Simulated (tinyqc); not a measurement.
Read current of a NAND string, cells in series solved by shooting: one step of the calculation.

Cells in series, numbered from 0 at the source line (0 V) to the bit line, each followed by a gap resistance Rg. A cell with gate Vg, threshold VT, source Vs and drain Vd passes I = 2 nf K Vt^2 [F(Vs) - F(Vd)]/(1 + th max(Vg - VT, 0)), F(V) = ln^2(1 + exp((Vg - VT - nf V)/(2 nf Vt))). The selected cell has Vg = Vr, the others Vg = Vp.

Problem. Node voltages for a trial current. For a trial current I start at 0 V and, cell by cell (the selected one is cell 3), solve for the drain: sqrt(F(Vd)) = sqrt(F(Vs) - I/k), k = 2 nf K Vt^2/(1 + th max(Vg - VT, 0)), Vd = [Vg - VT - 2 nf Vt ln(exp(sqrt F) - 1)]/nf, then add I Rg.

Values chosen for this exercise; values of the order met in vertical NAND strings: temperature T = 300 K; gain factor of a cell K = 7.9 uA/V^2; slope factor nf = 1.2; mobility reduction factor th = 0.19 1/V; resistance of the gap between cells Rg = 20 kohm; bit-line voltage Vbl = 0.7 V; pass voltage Vp = 6.3 V; read voltage on the selected word line Vr = 3.76 V.

Constants: q = 1.602176634e-19 C, kB = 1.380649e-23 J/K, Vt = kB T/q. Results are converted to the units shown.

first trial current = 0.43 uA
thresholds from the source end, cell 0 to 5 (V): 4.5  4.5  4.5  2.7  4.5  4.5

Wanted: node voltage after each cell and gap, trial 1.

Solution.

node voltage after each cell and gap, trial 1, cell 0 to 5 (V): 0.049745  0.10094  0.15375  0.24132  0.29924  0.35966

tinyqc, about 0.8 s, one thread, Intel Xeon 2.30GHz (shared host): `OMP_NUM_THREADS=1 python tinyqc.py 2142054 2142055 out.jsonl`
